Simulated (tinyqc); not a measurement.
Inputs raised by 2 %, one at a time: decay of LO phonons and the hot-phonon bottleneck in the cooling of electrons. Computed by tinyqc, a small Python program. Command: `OMP_NUM_THREADS=1 python tinyqc.py 3003614 3003615 out.jsonl hotphonon sens`. One thread of a shared host (Intel(R) Xeon(R) Processor @ 2.30GHz), about 0.02 s of CPU time with the checks.

n(E, T) = 1/(exp(E/(k_B T)) - 1) is the Bose occupation. Electrons have a temperature T_e; the LO modes within their reach share one occupation N; the decay products stay at the lattice temperature.

Inputs (values chosen for the exercise, modelled on gallium oxide): LO energy hbar omega = 43.8 meV; lifetime at T = 0, tau_0 = 2 ps; weight b of the three-phonon channel = 0.13; lattice temperature T = 300 K; electron mass m* = 0.277 m_0; eps_inf = 3.54; static dielectric constant eps_s = 10.3; electron density n = 3.3e+17 1/cm^3; density of LO modes that the electrons reach, N_m = 5.4e+18 1/cm^3; power supplied per electron P = 4 nW.

Decay channel: two equal phonons plus a three-phonon channel.

Constants: k_B = 8.617333262e-05 eV/K; c = 299792458 m/s; e^2/(4 pi eps_0) = 14.39964548 eV angstrom; hbar^2/(2 m_0) = 3.80998212 eV angstrom^2; hbar = 6.582119569e-16 eV s; e = 1.602176634e-19 C.

Method:
- Decay rate 1/tau = (1/tau_0) [1 + 2 n_2 + b (1 + 3 n_3 + 3 n_3^2)]/(1 + b), n_2 = n(hbar omega/2), n_3 = n(hbar omega/3).
- Full width Gamma = 1/(2 pi c tau) in 1/cm, c in cm/s.
- Froehlich coupling alpha = (e^2/(4 pi eps_0)) (1/eps_inf - 1/eps_s) k_0/(2 hbar omega), k_0 = sqrt(m* hbar omega/(hbar^2/(2 m_0))); emission time tau_sp = hbar/(2 alpha hbar omega); bottleneck ratio r = (n/N_m) tau/tau_sp.
- Net emission per electron: [(N + 1) x - N]/tau_sp with x = exp(-hbar omega/(k_B T_e)), a simple two-level balance; steady state of the modes: n [(N + 1) x - N]/tau_sp = N_m (N - N_0)/tau; power per electron P = hbar omega [(N + 1) x - N]/tau_sp.
- With p = P tau_sp/(hbar omega): N = N_0 + r p and x = (p + N)/(N + 1); without hot phonons N = N_0. The mode temperature T_LO solves n(hbar omega, T_LO) = N.

Runs:
```
input moved                                                    from         to  electron temperature T_e (K)  LO occupation N  bottleneck ratio r  T_e without hot phonons (K)
base run                                                          -          -                        315.06          0.24569              8.2724                       301.96
lifetime at T = 0, tau_0 (ps)                                     2       2.04                        315.32          0.24611              8.4379                       301.96
lattice temperature T (K)                                       300        306                        320.64          0.25459              8.0740                       307.96
electron mass m* (m_0)                                        0.277    0.28254                        315.04          0.24569              8.3547                       301.94
eps_inf                                                        3.54     3.6108                        315.12          0.24569              8.0253                       302.02
static dielectric constant eps_s                               10.3     10.506                        315.04          0.24569              8.3574                       301.94
electron density n (1/cm^3)                                 3.3e+17  3.366e+17                        315.32          0.24611              8.4379                       301.96
density of LO modes that the electrons reach, N_m (1/cm^3)  5.4e+18  5.508e+18                        314.81          0.24529              8.1102                       301.96
```

Exponents ln(y'/y) / ln(x'/x):
```
input                                              electron temperature T_e  LO occupation N  bottleneck ratio r  T_e without hot phonons
lifetime at T = 0, tau_0                                              0.042            0.085               1.000                    0.000
lattice temperature T                                                 0.887            1.795              -1.226                    0.993
electron mass m*                                                     -0.003            0.000               0.500                   -0.003
eps_inf                                                               0.010            0.000              -1.532                    0.010
static dielectric constant eps_s                                     -0.003            0.000               0.516                   -0.003
electron density n                                                    0.042            0.085               1.000                    0.000
density of LO modes that the electrons reach, N_m                    -0.041           -0.083              -1.000                    0.000
```

Which inputs matter most for each result?

Among the inputs moved here: electron temperature T_e answers most in size to lattice temperature T (exponent +0.887), next to lifetime at T = 0, tau_0 (+0.042). LO occupation N answers most in size to lattice temperature T (exponent +1.795), next to lifetime at T = 0, tau_0 (+0.085); its exponent is below 0.0005 for electron mass m*, eps_inf, static dielectric constant eps_s. Bottleneck ratio r answers most in size to eps_inf (exponent -1.532), next to lattice temperature T (-1.226). Its exponent +0.500 in electron mass m*: alpha goes as sqrt(m*). Its exponent +1.000 in electron density n: r is proportional to n. T_e without hot phonons answers most in size to lattice temperature T (exponent +0.993), next to eps_inf (+0.010); its exponent is below 0.0005 for lifetime at T = 0, tau_0, electron density n, density of LO modes that the electrons reach, N_m. Its exponent 0.000 in electron density n: without hot phonons each electron cools on its own.

Caution (all rows): alpha is above 1/2, so hbar/tau_sp exceeds hbar omega and the emission time, a weak-coupling result, is only rough.
